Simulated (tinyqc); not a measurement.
What each parameter does: band-to-band tunnelling across a p-n junction in a two-band chain.

Sites alternate A at -Eg/2 and C at +Eg/2 with hopping -t; near the edges, with k counted from the zone boundary pi/a, E^2 = (Eg/2)^2 + (t a k)^2, so t = sqrt(c Eg/m)/a gives the mass m, c = hbar^2/2m0. In the gap cosh(q a) = 1 + (Eg^2/4 - e^2)/(2 t^2), e the energy from the local mid-gap. The potential is V0 = Eg + ov on the p side (left), 0 on the n side, and falls linearly over the 2N sites of the junction, V_j = V0 (1 - j/(2N + 1)), j = 1 to 2N, site 1 being A. E = Eg/2 + x ov. A half chain that ends on a site of level e1 with neighbour e2 has g = (1 + z)/(E - e1), z = exp(-/+ i k a) the root with Im g < 0, cos(k a) = (E - e1)(E - e2)/(2 t^2) - 1. S_L = t^2 g (ending on C, shifted by V0), S_R = t^2 g (starting on A). T = 4 Im(S_L) Im(S_R) |G_(1,2N)|^2.

Constants: hbar^2/2m0 = 3.80998211 eV angstrom^2.

Values chosen for the exercise (gap and mass near those of Ge (direct gap); the results hold for these values, not for the real material):
```
symbol  value   unit      meaning
Eg      0.834   eV        gap
m       0.0382  m0        mass of electron and light hole
a       4       angstrom  period (two sites)
ov      0.35    eV        overlap: top of the valence band on the p side above the conduction edge on the n side
Nw      20                periods in the junction
x       0.46              energy above the n-side conduction edge, as a share of ov
```

N = Nw; WKB exponent 2 I/F with I = pi Eg^2/(8 t a), F = V0/((2N + 1) a/2). Each row changes one parameter from the base and keeps the others.

Results:
```
case              F (MV/cm)  exponent  log10 T of the chain
base                 1.4439    4.1483               -1.6120
Eg = 0.9174 eV       1.5456    4.4709               -1.7398
m = 0.04202 m0       1.4439    4.3508               -1.7041
ov = 0.4 eV          1.5049    3.9802               -1.5634
Nw = 23              1.2596    4.7554               -1.8893
x = 0.57             1.4439    4.1483               -1.6134
a = 4.5 angstrom     1.2835    4.6669               -1.8485
```

The largest shifts from the base row, up to three for each result and ties (the steps differ in size, so this ranks the rows, not the parameters). F (MV/cm): Nw -0.1843, a -0.1604, Eg +0.1017; unchanged at the printed digits by m and x. exponent: Nw +0.6071, a +0.5185, Eg +0.3226; unchanged at the printed digits by x. log10 T of the chain: Nw -0.2773, a -0.2365, Eg -0.1278.

Program tinyqc; command `OMP_NUM_THREADS=1 python tinyqc.py 1451545 1451546 out.jsonl`; about 0.01 s on one thread of a shared Intel(R) Xeon(R) Processor @ 2.30GHz.
